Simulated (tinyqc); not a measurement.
# Worked calculation: bandgap voltage reference from two bipolar transistors

tinyqc, about 0.02 s, one thread, Intel Xeon 2.30GHz (shared host): `OMP_NUM_THREADS=1 python tinyqc.py 2062073 2062074 out.jsonl` Printed values are rounded.

Two transistors of area 1 and N carry the same current I. Is(T) = Is (T/T0)^eta exp[(Vg0 q/kB)(1/T0 - 1/T)], VBE1 = Vt ln(I/Is(T)) + I rb, VBE2 = Vt ln(I/(N Is(T))) + I rb/N. The amplifier forces I R1(T) = VBE1 - VBE2 + Vos, with R(T) = R (1 + tc (T - T0)) for both resistors, and the output is Vref = VBE1 + I R2(T). Base currents and the Early effect are neglected.

Inputs (values chosen for the exercise); values of the order met in silicon bipolar transistors:

| symbol | value | unit | meaning |
|---|---|---|---|
| T0 | 300 | K | reference temperature |
| Vg0 | 1.154 | V | band-gap voltage extrapolated to 0 K |
| eta | 4.2 |  | temperature exponent of the saturation current |
| Is | 3.8e-16 | A | saturation current of the unit transistor at T0 |
| N | 10 |  | area ratio of the second transistor |
| R1 | 13 | kohm | resistor across which the difference of VBE falls, at T0 |
| tc | 0 | ppm/K | temperature coefficient of both resistors |
| Vos | -3 | mV | offset of the amplifier |
| rb | 0 | ohm | series resistance of the unit transistor |
| R2 | 147.4 | kohm | output resistor at T0 |
| T | 273 | K | temperature |

Constants: q = 1.602176634e-19 C, kB = 1.380649e-23 J/K. Results are converted to the units shown.

## Operating point at the reference temperature

Vt = kB T/q; I = (Vt ln N + Vos)/(R1(T) - rb (1 - 1/N)). Evaluate at T = T0.

Vt = 0.0258520 V
I = 4.34819 uA
Is(T) = 3.8e-16 A
VBE1 = 0.598748 V
I R2 = 0.640923 V
Vref = 1.23967 V

## Operating point at another temperature

Vt = kB T/q; I = (Vt ln N + Vos)/(R1(T) - rb (1 - 1/N)).

Vt = 0.0235253 V
I = 3.93608 uA
Is(T) = 3.09333e-18 A
VBE1 = 0.655697 V
I R2 = 0.580178 V
Vref = 1.23588 V

From T0 to T, VBE1 changes by 56.9 mV and I R2 by -60.7 mV, which leaves -3.80 mV in Vref.

## Resistor for zero slope at T0, ideal case

With tc = 0, Vos = 0 and rb = 0 the current is proportional to T, dVBE/dT = (VBE - Vg0 - (eta - 1) Vt)/T, and Vref has zero slope at T0 when Vref = Vg0 + (eta - 1) Vt0. Find VBE1, its slope, that Vref, R2/R1 and the curvature d2Vref/dT2 = -(eta - 1) kB/(q T0).

VBE1 = 0.600085 V
dVBE/dT = -2.12214 mV/K
Vref = 1.23673 V
R2/R1 = 10.6951
curvature = -0.919182 uV/K^2
